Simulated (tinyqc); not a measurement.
Comparisons within one model: optical gain and spontaneous emission in a bulk direct-gap semiconductor. A value that a table varies takes the place of the one given here.

Parabolic bands, vertical transitions, no excitons. For each hole band j: mr = me mj/(me + mj); joint density of states J_j(E) = (mr/c)^(3/2) sqrt(E - Eg)/(2 pi^2), both spins, c = hbar^2/2m0; averaged matrix element |e.p|^2 = m0 Ep/6; alpha_j(E) = 4 pi^2 alpha_f c Ep J_j/(3 nr E) in 1/angstrom (alpha_f the fine-structure constant, listed as alpha among the constants), times 1e8 for 1/cm.

F_j(eta) = (1/Gamma(j + 1)) integral_0^infinity x^j dx/(1 + exp(x - eta)), which tends to exp(eta) for eta << 0.

Quasi-Fermi levels: n = Nc F_1/2(Fc/kT) and p = Nv F_1/2(Fv/kT), Fc counted up from the conduction edge and Fv down from the valence edge; Nc, Nv from N = 2 (m kB T/(4 pi c))^(3/2) with c = hbar^2/2m0, in 1/angstrom^3; times 1e24 for 1/cm^3, with me and (mhh^(3/2) + mlh^(3/2))^(2/3).

For band j the electron sits at Ee = (E - Eg) mr/me above its edge and the hole at Eh = (E - Eg) mr/mj; fe = 1/(1 + exp((Ee - Fc)/kT)), fh = 1/(1 + exp((Eh - Fv)/kT)); gain g = sum_j alpha_j (fe + fh - 1).

Spontaneous rate: R = integral of (nr E/(hbar c))^2/(pi^2 hbar) sum_j alpha_j fe fh dE, with alpha in 1/cm and (nr E/(hbar c))^2 in 1/cm^2 (1e16 per 1/angstrom^2); B = R/(n p); lifetime n/R.

Constants: hbar^2/2m0 = 3.80998211 eV angstrom^2; fine-structure constant alpha = 0.007297352564; kB = 8.617333262e-05 eV/K; hbar = 6.58211957e-16 eV s; hbar c = 1973.269805 eV angstrom.

Parameters, chosen for this exercise (near those of GaN; the results hold for these values, not for the real material): Eg = 3.526 eV (direct gap); me = 0.199 m0 (electron mass); mhh = 1.45 m0 (heavy-hole mass); mlh = 0.2932 m0 (light-hole mass); Ep = 16.6 eV (Kane energy); nr = 2.56 (refractive index); T = 400 K; n = 1.2e+19 1/cm^3 (injected density, n = p).

## Peak gain against injection

The peak is the largest g over E; a dash marks no gain.

Gain:

| n (1/cm^3) | Fc (eV) | Fv (eV) | peak gain (1/cm) | peak E - Eg (eV) | B (cm^3/s) |
|---|---|---|---|---|---|
| 4.8e+18 | 0.0283 | -0.0933 | - | - | 3.42e-11 |
| 7.7e+18 | 0.0544 | -0.0765 | - | - | 3.21e-11 |
| 1.1e+19 | 0.0777 | -0.0637 | 100 | 0.0048 | 3.01e-11 |
| 1.3e+19 | 0.0899 | -0.0576 | 344 | 0.0116 | 2.90e-11 |
| 1.7e+19 | 0.1119 | -0.0477 | 919 | 0.0246 | 2.70e-11 |
| 2.2e+19 | 0.1363 | -0.0380 | 1652 | 0.0396 | 2.50e-11 |
| 2.9e+19 | 0.1669 | -0.0273 | 2611 | 0.0584 | 2.26e-11 |
| 3.8e+19 | 0.2021 | -0.0165 | 3710 | 0.0793 | 2.03e-11 |

transparency density (Fc + Fv = 0) = 9.62e+18 1/cm^3

How do the results move?

Gain starts at 9.62e+18 1/cm^3, where Fc = -Fv = 0.0685 eV: with Nv/Nc = 21 the electrons must be degenerate before the holes are. The slope of peak gain against n is 1.22e-16 cm^2 between the first two rows with gain and 1.22e-16 between the last two; the peak moves from 0.0048 to 0.0793 eV above the gap as the bands fill, and B falls by a factor 1.68. Line broadening and gap shrinkage are left out.

## Gain spectrum

At the density n.

Spectrum:

| E - Eg (eV) | alpha, empty (1/cm) | fe, heavy | fh, heavy | g (1/cm) |
|---|---|---|---|---|
| 0.005 | 3690 | 0.909 | 0.145 | 199 |
| 0.010 | 5211 | 0.898 | 0.143 | 211 |
| 0.020 | 7349 | 0.873 | 0.139 | 80 |
| 0.030 | 8975 | 0.841 | 0.135 | -202 |
| 0.045 | 10946 | 0.784 | 0.129 | -883 |
| 0.060 | 12586 | 0.712 | 0.123 | -1875 |
| 0.080 | 14453 | 0.597 | 0.115 | -3678 |
| 0.100 | 16070 | 0.471 | 0.108 | -5948 |
| 0.130 | 18172 | 0.293 | 0.099 | -9811 |
| 0.170 | 20555 | 0.130 | 0.087 | -14752 |
| 0.220 | 23072 | 0.040 | 0.074 | -19599 |

Fc + Fv = 0.0234 eV

How do the results move?

g is positive below E - Eg = 0.0234 eV; the largest value listed is 211 1/cm at 0.010 eV. At 0.220 eV above the gap g is -0.85 times the absorption of the empty crystal, whose limit is -1.

## Transparency density and B against temperature

Eg is held fixed; B is taken at n = 1e15 1/cm^3.

Results:

| T (K) | transparency density (1/cm^3) | Fc/kT there | B (cm^3/s) |
|---|---|---|---|
| 100 | 1.20e+18 | 1.988 | 3.04e-10 |
| 150 | 2.21e+18 | 1.988 | 1.66e-10 |
| 200 | 3.40e+18 | 1.988 | 1.08e-10 |
| 250 | 4.76e+18 | 1.988 | 7.72e-11 |
| 300 | 6.25e+18 | 1.988 | 5.89e-11 |
| 350 | 7.88e+18 | 1.988 | 4.68e-11 |
| 400 | 9.62e+18 | 1.988 | 3.84e-11 |
| 500 | 1.35e+19 | 1.988 | 2.76e-11 |

How do the results move?

Fc/kT at transparency stays at 1.988, since it depends on Nv/Nc alone, so the density goes as T^1.50. B goes as T^-1.49, against T^-1.5 for non-degenerate carriers: hot carriers spread over k and fewer pairs share a wave vector.

## What moves transparency and gain

Transparency is Fc + Fv = 0; the peak is the largest g over E at the density n (0 if none). Each row changes one parameter from the base and keeps the others.

Results:

| case | transparency density (1/cm^3) | Fc + Fv (eV) | peak gain (1/cm) |
|---|---|---|---|
| base | 9.62e+18 | 0.0234 | 214 |
| me = 0.2288 m0 | 1.10e+19 | 0.0087 | 65 |
| mhh = 0.87 m0 | 7.51e+18 | 0.0485 | 802 |
| Ep = 18.3 eV | 9.62e+18 | 0.0234 | 236 |
| T = 440 K | 1.11e+19 | 0.0088 | 46 |
| n = 1.56e+19 1/cm^3 | 9.62e+18 | 0.0536 | 713 |
| nr = 2.69 | 9.62e+18 | 0.0234 | 204 |

How do the results move?

The largest shifts from the base row, up to three for each result and ties (the steps differ in size, so this ranks the rows, not the parameters). transparency density (1/cm^3): mhh -2.11e+18, T +1.48e+18, me +1.39e+18; unchanged at the printed digits by Ep, n and nr. Fc + Fv (eV): n +0.0303, mhh +0.0252, me -0.0146; unchanged at the printed digits by Ep and nr. peak gain (1/cm): mhh +588, n +499, T -168.

tinyqc: `OMP_NUM_THREADS=1 python tinyqc.py 1680432 1680433 out.jsonl`; about 0.09 s, one thread, shared Intel(R) Xeon(R) Processor @ 2.30GHz.
